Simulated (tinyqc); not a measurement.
Ballistic Schottky-barrier transistor with a two-dimensional channel, WKB contacts: two steps of the calculation.

Source Fermi level 0, drain Fermi level -Vd. Far from the contacts Ec = pn - psi, and the gate moves psi one to one; the band edges relax as exp(-x/lam) from pn at the source and pn - Vd at the drain; Ev = Ec - Eg. A carrier of energy w inside the channel band meets at a contact a barrier of height D (the contact edge beyond the channel edge): T = 1 for w >= D, else exp(-S), S = 4 lam sqrt(m/C) [sqrt(D - w) - sqrt(w) arctan sqrt((D - w)/w)], C = hbar^2/(2 m0). The two contacts combine as Ts Td/(Ts + Td - Ts Td).

Parameters, values chosen for the exercise; channel values close to those of a molybdenum disulphide layer: temperature T = 300 K; barrier for electrons at both contacts pn = 0.32 eV; electron mass mn = 0.5 m0; valleys or subbands g = 2; screening length at the contacts lam = 1.9 nm; drain bias Vd = 0.1 V; band shift psi of the channel by the gate ps = 0.22 V; energy of one carrier inside the channel band w0 = 0.18 eV; upper end of the grid wm = 0.4 eV; points of the grid nE = 17.

Constants: q = 1.602176634e-19 C, kB = 1.380649e-23 J/K, hbar = 1.054571817e-34 J s, h = 6.62607015e-34 J s, m0 = 9.1093837015e-31 kg, Vt = kB T/q, hbar^2/(2 m0) = 0.0380998212 eV nm^2. Results are converted to the units shown.

Question 1. Transmission of one of the electrons. S and T at both contacts for w = w0, and the tunnelling distance lam ln(D/w) at the higher barrier.

D for electrons (eV): source 0.22000000, drain 0.12000000

Wanted: S at the source; S at the drain; combined T; tunnelling distance.

Answer 1.

S at the source = 0.3609
S at the drain = 0
combined T = 0.6971
tunnelling distance = 0.3813 nm

Question 2. Current of the electrons on a coarse grid. I/W = g (2 q^2/h) int T(w) [N(Es + w) - N(Ed + w)] dw with w the energy of motion along the channel, N(y) = (1/2 pi) sqrt(pi m kB T/C) Fm(-y/kB T), Fm(x) = (1/sqrt(pi)) int_0^infinity u^(-1/2)/(1 + exp(u - x)) du. Electrons: Ds = psi, Dd = psi - Vd, Es = Ec, Ed = Ec + Vd. Holes: Ds = -psi, Dd = Vd - psi, Es = -Ev, Ed = -Ev - Vd. The size of each current is taken; both flow from drain to source and add. Simpson's rule on nE equally spaced w from 0 to wm.

Find: w; Ts; Td; T; size of the supply difference; current.

Answer 2.

```
point   w (eV)         Ts         Td          T  size of the supply difference (1/um)
0      0.00000  2.4642e-6  7.2108e-5  2.3828e-6                                3.3119
1      0.02500  0.0010954   0.024446  0.0010496                                1.2709
2      0.05000  0.0087329    0.14462  0.0083040                               0.48491
3      0.07500   0.035393    0.41847   0.033734                               0.18461
4      0.10000   0.099949    0.79272   0.097404                              0.070227
5      0.12500    0.22166     1.0000    0.22166                              0.026706
6      0.15000    0.40912     1.0000    0.40912                              0.010155
7      0.17500    0.64713     1.0000    0.64713                             0.0038609
8      0.20000    0.88469     1.0000    0.88469                             0.0014680
9      0.22500     1.0000     1.0000     1.0000                             5.5813e-4
10     0.25000     1.0000     1.0000     1.0000                             2.1220e-4
11     0.27500     1.0000     1.0000     1.0000                             8.0681e-5
12     0.30000     1.0000     1.0000     1.0000                             3.0675e-5
13     0.32500     1.0000     1.0000     1.0000                             1.1663e-5
14     0.35000     1.0000     1.0000     1.0000                             4.4343e-6
15     0.37500     1.0000     1.0000     1.0000                             1.6860e-6
16     0.40000     1.0000     1.0000     1.0000                             6.4101e-7
```

current = 0.12871 uA/um

Range of the model: No scattering, image-force lowering, channel charge or band-to-band tunnelling; parabolic kappa overstates S deep in the gap.

Program tinyqc, `OMP_NUM_THREADS=1 python tinyqc.py 2390116 2390117 out.jsonl`; Intel Xeon 2.30GHz, shared host, one thread, about 0.4 s.
